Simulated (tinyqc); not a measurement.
Worked calculation: time-dependent dielectric breakdown: cell percolation, Weibull statistics, area scaling and voltage extrapolation. Computed by tinyqc, a small Python program that keeps every step. Command: `OMP_NUM_THREADS=1 python tinyqc.py 3015989 3015990 out.jsonl tddb walk`. One thread of a shared host (Intel(R) Xeon(R) Processor @ 2.30GHz), about 0.01 s of CPU time with the checks. Intermediate numbers are printed to about 5 digits and carried at full precision; extremes and crossings named in words are read from the listed rows.

The oxide is divided into columns of area a^2, each holding m = t_ox/a cells (m is taken as continuous). A share lambda(t) = (t/t_1)^alpha of the cells is defective, and a column whose cells are all defective breaks down.

Inputs (values chosen for the exercise, for a model gate oxide):

| quantity | value | unit |
|---|---|---|
| oxide thickness t_ox | 5.8 | nm |
| defect cell size a | 1.5 | nm |
| exponent alpha of defect growth | 0.74 | - |
| time t_1 at which the occupied share would reach 1 | 89000 | s |
| test area A | 0.2 | um^2 |
| product area A_u | 300000 | um^2 |
| stress voltage V | 7.1 | V |
| use voltage V_u | 4 | V |
| local exponent n = -d ln t/d ln V at the stress voltage | 30 | - |
| activation energy E_a | 0.58 | eV |
| stress temperature T | 175 | C |
| use temperature T_u | 100 | C |
| allowed failure fraction F | 0.0001 | - |

Voltage law used: 1/E.

Constants: k_B = 8.617333262e-05 eV/K.

## Weibull parameters from the cell model

Failure fraction F = 1 - (1 - lambda^m)^N with N = A/a^2 columns, which for small lambda^m is 1 - exp(-(t/t63)^beta) with beta = alpha m and t63 = t_1 N^(-1/beta); critical share lambda(t63) = N^(-1/m). 1 um^2 = 1e6 nm^2.

cells per column m = 3.8667

columns N = 88889

Weibull slope beta = 2.8613

characteristic life t63 = 1658.9 s

critical share of defective cells = 0.052496

Times between F = 10 % and 90 % span a factor 2.94: the smaller beta = alpha m, the wider the scatter. Caution: t_1 is an input here; in a real oxide it changes with thickness at fixed voltage.

## A sample of breakdown times

uniform random numbers u: 0.9310  0.1890  0.2042  0.7831  0.1874  0.8330  0.7905  0.8364  0.0162  0.1067  0.8379

Each device fails at t = t63 (-ln(1 - u))^(1/beta). Sort the times; median rank F_i = (i - 0.3)/(n_s + 0.4) for n_s devices; W = ln(-ln(1 - F_i)).

Weibull plot:

| i | t (s) | F_i | ln t | W |
|---|---|---|---|---|
| 1 | 393.8 | 0.06140 | 5.9759 | -2.7588 |
| 2 | 773.9 | 0.14912 | 6.6514 | -1.8233 |
| 3 | 957.5 | 0.23684 | 6.8643 | -1.3083 |
| 4 | 960.7 | 0.32456 | 6.8677 | -0.9355 |
| 5 | 990.2 | 0.41228 | 6.8979 | -0.6320 |
| 6 | 1924.0 | 0.50000 | 7.5622 | -0.3665 |
| 7 | 1939.2 | 0.58772 | 7.5700 | -0.1210 |
| 8 | 2033.2 | 0.67544 | 7.6174 | 0.1180 |
| 9 | 2041.3 | 0.76316 | 7.6214 | 0.3649 |
| 10 | 2045.0 | 0.85088 | 7.6231 | 0.6434 |
| 11 | 2339.4 | 0.93860 | 7.7576 | 1.0261 |

## Fitting the sample

W = ln(-ln(1 - F_i)) with the median ranks F_i. Least squares in W: W = beta ln t - beta ln t63. Maximum likelihood: solve sum t^b ln t/sum t^b - 1/b = mean of ln t for b, then t63 = (mean of t^b)^(1/b).

slope by least squares = 1.8904

t63 by least squares = 1739.2 s

slope by maximum likelihood = 2.5745

t63 by maximum likelihood = 1682.5 s

The true values are beta = 2.861 and t63 = 1660 s. With 11 devices the standard error of the maximum-likelihood slope is about 0.78 beta/sqrt(n_s) = 0.67; the fits miss by -0.97 and -0.29, and t63 by +5 and +1 %.

## Projection to use conditions

All three voltage laws share the slope n at the stress voltage. Factor t(V_u)/t(V): E law exp(n (1 - V_u/V)); 1/E law exp(n (V/V_u - 1)); power law (V/V_u)^n. Temperatures in kelvin are T(C) + 273.15. Temperature factor exp[(E_a/k_B)(1/T_u - 1/T)]; area factor (A/A_u)^(1/beta); percentile factor (-ln(1 - F))^(1/beta); life = t63 x all four; 1 year = 3.15576e7 s.

voltage factor = 1.2513e+10

temperature factor = 20.463

area factor = 0.0069428

percentile factor = 0.040000

projected life = 3738.0 years

Area and percentile together cost 3.6 decades, voltage and temperature return 11.4; a ten-year target is met. Caution: a voltage factor of more than nine decades rests wholly on the chosen law and cannot be tested.

## Three voltage laws

Life = t63 x voltage, temperature, area and percentile factors, the last three as above.

Log10 of the life in years:

| V_u/V | V_u (V) | E law | 1/E law | power law |
|---|---|---|---|---|
| 1.00 | 7.100 | -6.5247 | -6.525 | -6.5247 |
| 0.95 | 6.745 | -5.8733 | -5.839 | -5.8564 |
| 0.90 | 6.390 | -5.2218 | -5.077 | -5.1520 |
| 0.80 | 5.680 | -3.9189 | -3.268 | -3.6174 |
| 0.70 | 4.970 | -2.6161 | -0.941 | -1.8777 |
| 0.60 | 4.260 | -1.3132 | 2.161 | 0.1308 |
| 0.50 | 3.550 | -0.0103 | 6.504 | 2.5062 |
| 0.40 | 2.840 | 1.2926 | 13.019 | 5.4135 |

At V_u/V = 0.9 the laws differ by 0.14 decades at most, and at 0.5 by 6.5. The E law is the most cautious and the 1/E law the most hopeful. Ten years are reached at V_u/V = 0.422 (E), 0.634 (1/E), 0.561 (power). Caution: the rows at low voltage extrapolate over many decades and cannot be tested.

Checks made by the program: Weibull form against the exact column count at t63 (relative difference 3e-06).
